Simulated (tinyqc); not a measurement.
## From single traps to 1/f noise

7 half-filled traps with time constants tau_j = 1e-7 s times 10^(1 j), j = 0..6, each shift the threshold by a = 7.8 uV when filled and give the Lorentzian a^2 tau/(1 + (2 pi f tau)^2). For time constants spread evenly in ln tau the sum tends to a^2/(4 f ln(10^1)). slope = d ln S/d ln f.

From single traps to 1/f noise:
```
f (Hz)  S (uV^2/Hz)  1/f limit (uV^2/Hz)      slope  j of the largest term
0.01          6.760                660.6  -7.113e-5                      6
0.1           6.736                66.06  -0.007083                      6
1             5.036                6.606    -0.4913                      6
30           0.2162               0.2202     -1.141                      5
1000       0.006707             0.006606    -0.8565                      3
30000      2.174e-4             2.202e-4     -1.152                      2
1e6        6.036e-6             6.606e-6    -0.9515                      0
1e7        1.674e-7             6.606e-7     -1.956                      0
1e8        1.712e-9             6.606e-8     -2.000                      0
```

Below the slowest trap (1/(2 pi tau) = 1.6 Hz) the spectrum is flat, slope 0.00 in the first row; above the fastest (1.6e6 Hz) the slope tends to -2 (-2.00 in the last row). In between, at 30, 1000 and 30000 Hz, the slopes are -1.14, -0.86 and -1.15, and S is 1.5 % above the 1/f limit at 1000 Hz.

Numbers from tinyqc (`OMP_NUM_THREADS=1 python tinyqc.py 2150017 2150018 out.jsonl`; about 0.01 s on one thread of a shared Intel Xeon 2.30GHz).
